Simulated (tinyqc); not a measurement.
Inside a calculation. Method: tight binding, dimerised chain. One step of it, computed by the program tinyqc.

Problem. Open chain of 5 cells. The same hoppings without the wrap-around bond.

H of the open chain (eV):
```
            1          2          3          4          5          6          7          8
1    0.760000  -1.730000   0.000000   0.000000   0.000000   0.000000   0.000000   0.000000
2   -1.730000  -0.760000  -2.120000   0.000000   0.000000   0.000000   0.000000   0.000000
3    0.000000  -2.120000   0.760000  -1.730000   0.000000   0.000000   0.000000   0.000000
4    0.000000   0.000000  -1.730000  -0.760000  -2.120000   0.000000   0.000000   0.000000
5    0.000000   0.000000   0.000000  -2.120000   0.760000  -1.730000   0.000000   0.000000
6    0.000000   0.000000   0.000000   0.000000  -1.730000  -0.760000  -2.120000   0.000000
7    0.000000   0.000000   0.000000   0.000000   0.000000  -2.120000   0.760000  -1.730000
8    0.000000   0.000000   0.000000   0.000000   0.000000   0.000000  -1.730000  -0.760000
9    0.000000   0.000000   0.000000   0.000000   0.000000   0.000000   0.000000  -2.120000
10   0.000000   0.000000   0.000000   0.000000   0.000000   0.000000   0.000000   0.000000

            9         10
1    0.000000   0.000000
2    0.000000   0.000000
3    0.000000   0.000000
4    0.000000   0.000000
5    0.000000   0.000000
6    0.000000   0.000000
7    0.000000   0.000000
8   -2.120000   0.000000
9    0.760000  -1.730000
10  -1.730000  -0.760000
```

Give: levels; weights of the highest filled level on the sites.

Solution.

levels (eV): -3.7701  -3.3214  -2.6200  -1.7416  -0.8287  0.8287  1.7416  2.6200  3.3214  3.7701

weights of the highest filled level on the sites: 0.0194  0.0163  0.0120  0.0661  0.0066  0.1516  0.0029  0.2768  0.0007  0.4478

The bulk gap runs from -0.8542 to 0.8542 eV; 2 level(s) of this chain lie inside it: end states, which need the weaker bond inside the cell and a chain longer than their decay length.
